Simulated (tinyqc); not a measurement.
# Worked calculation: Zener tunnelling in a reverse-biased junction, two-band WKB

tinyqc, about 0.01 s, one thread, Intel Xeon 2.30GHz (shared host): `OMP_NUM_THREADS=1 python tinyqc.py 2620078 2620079 out.jsonl` Printed values are rounded.

Abrupt p-n junction, depletion approximation. Energies E are counted from the conduction-band edge of the neutral n side; its Fermi level lies at dn, that of the p side at dn - V, and the valence-band edge of the neutral p side at Em = dn + dp - V. Tunnelling needs 0 < E < Em. Two-band dispersion with equal masses m: inside the gap kappa = sqrt(m u (1 - u/Eg)/C), u the distance from a band edge, C = hbar^2/(2 m0).

Parameters, values chosen for the exercise; band and dielectric values close to those of germanium: temperature T = 300 K; band gap Eg = 0.66 eV; relative permittivity eps_r = 15.9; conduction-band density of states at 300 K Nc = 1.05e19 cm^-3; valence-band density of states at 300 K Nv = 5.95e18 cm^-3; band-edge mass of the two-band model m = 0.051 m0; acceptor density Na = 3.4e18 cm^-3; donor density Nd = 6.4e17 cm^-3; bias of the p side V = -0.71 V; points of the energy grid nE = 13.

Constants: q = 1.602176634e-19 C, kB = 1.380649e-23 J/K, hbar = 1.054571817e-34 J s, h = 6.62607015e-34 J s, m0 = 9.1093837015e-31 kg, Vt = kB T/q, eps0 = 8.8541878128e-14 F/cm where lengths are in cm, hbar^2/(2 m0) = 0.0380998212 eV nm^2. Results are converted to the units shown.

Range of the model: The two-band model describes a direct gap; phonon-assisted tunnelling across an indirect gap is left out. Parabolic densities of states, no band tails and no gap narrowing, all of which matter at such doping.

## Fermi levels and built-in voltage

Nd = Nc F12(dn/Vt), Na = Nv F12(dp/Vt), F12(x) = (2/sqrt(pi)) int_0^infinity sqrt(u)/(1 + exp(u - x)) du; dn = EF - Ec on the n side, dp = Ev - EF on the p side (negative outside the bands); Vbi = Eg + dn + dp.

dn = -0.0717685 eV
dp = -0.00928538 eV
Vbi = 0.578946 V

Boltzmann statistics would give dn = -0.0723 eV and dp = -0.0145 eV. The bands of the two sides begin to overlap at a reverse bias of 0.0811 V.

## Width, field and exponent

W = sqrt(2 eps0 eps_r (Vbi - V)(1/Na + 1/Nd)/q), mean field F = (Vbi - V)/W, peak field 2 F. In a uniform field F the exponent is S = pi sqrt(m/C) Eg^1.5/(4 F). Transverse energy Et = C kt^2/m raises it to S (1 + 4 Et/Eg), so T = exp(-S) exp(-Et/Eb) with Eb = Eg/(4 S). KJ = (2 q^2/h) m/(4 pi C) (times 1e14 for A/cm^2 per eV^2).

W = 64.8502 nm
mean field = 0.198757 MV/cm
S = 24.5135
exp(-S) = 2.25895e-11
Eb = 6.73097 meV
tunnelling length Eg/F = 33.2063 nm

## Current density on a coarse grid

J = KJ exp(-S) Eb times the integral from 0 to Em of [f(E - dn) - f(E - dn + V)] [1 - exp(-min(E, Em - E)/Eb)] dE, f(x) = 1/(1 + exp(x/Vt)), with S and Eb from the mean field; J > 0 flows from p to n. KJ = (2 q^2/h) m/(4 pi C) (times 1e14 for A/cm^2 per eV^2). Simpson's rule on nE equally spaced points from 0 to Em.

```
point    E (eV)  difference of the f  transverse factor
0      0.000000            -0.941372            0.00000
1      0.052412            -0.991866            0.99958
2      0.104824            -0.998921            1.00000
3      0.157237            -0.999858            1.00000
4      0.209649            -0.999981            1.00000
5      0.262061            -0.999997            1.00000
6      0.314473            -0.999996            1.00000
7      0.366885            -0.999972            1.00000
8      0.419297            -0.999790            1.00000
9      0.471710            -0.998408            1.00000
10     0.524122            -0.988038            1.00000
11     0.576534            -0.915797            0.99958
12     0.628946            -0.588841            0.00000
```

integral = -0.586909 eV
KJ = 8.25339e8 A/(cm^2 eV^2)
J = -7.36524e-5 A/cm^2

A converged quadrature gives -7.566e-5 A/cm^2; this grid is 2.7 % below that in size.
